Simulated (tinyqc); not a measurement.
## Permittivity of the insulator from five potentials

Question. A node lies on a semiconductor-insulator interface. Steps: hs = tb/3 down into the semiconductor, ho = tox/1 up into the insulator, hy = L/6 sideways. The flux balance of its box reads eox (hy/ho)(above - node) + eps_r (hy/hs)(below - node) + [(eps_r hs + eox ho)/(2 hy)](left + right - 2 node) - q Na (hs/2) hy/eps0 = 0. Find eox.

Parameters, values chosen for the exercise; semiconductor permittivity close to that of silicon:
```
symbol,value,unit,meaning
eps_r,11.9,,relative permittivity of the semiconductor
tb,8,nm,half the body thickness
tox,1.9,nm,insulator thickness
L,56,nm,channel length
Na,0,cm^-3,acceptor density of the depleted body
```

Constants: q = 1.602176634e-19 C, eps0 = 8.8541878128e-14 F/cm where lengths are in cm. Results are converted to the units shown.

psi (V): node 0.078067126, above 0.02, below 0.10107563, left 0.079418959, right 0.15022144

Answer. The balance is linear in eox.

eox = 3.900

Computed by the program tinyqc: `OMP_NUM_THREADS=1 python tinyqc.py 2480140 2480141 out.jsonl`, one thread of a shared Intel Xeon 2.30GHz, about 0.2 s for the whole run.
